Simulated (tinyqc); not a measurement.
Heisenberg magnet: exchange from energy differences, ordering vector, linear spin waves and ordering temperature: one step, computed by the program tinyqc.

H = -sum over pairs <ij> J_ij S_i.S_j - K sum_i (S_i^z)^2, each pair once, J > 0 ferromagnetic. First neighbours: 4 at a (1, 0), second: 4 at a (1, 1), with all permutations and signs.

Task: Long waves and the gap. g_s(q) = sum over shell s of cos(q.R), z1 = g1(0). A(q) = S [-J1 g1(0) + J2 (g2(0) - g2(q))] + (2S - 1) K, B(q) = S J1 g1(q), E(q) = sqrt(A^2 - B^2). The factor 2S - 1 removes the anisotropy for S = 1/2. sum R_x^2 over the shells is s1 = 2 a^2 and s2 = 4 a^2. Without K, E = c q with c = S sqrt(z1 |J1| (|J1| s1 + J2 s2)); the gap is E(0) = sqrt(k (k + 2 S z1 |J1|)), k = (2S - 1) K.

Inputs (values chosen for the exercise, for a model magnet): exchange J1 = -1.47 meV; exchange J2 = -0.25 meV; spin S = 1.5; single-ion anisotropy K = 0.0097 meV; lattice constant a = 4.58 angstrom.

Lattice: square. Order: Neel (nearest neighbours antiparallel).

Give: spin-wave velocity c; gap.

Result:

spin-wave velocity c = 23.20 meV angstrom

gap = 0.5853 meV

Exchange enhances the gap to 30.2 times (2S - 1) K, the geometric mean of anisotropy and exchange.
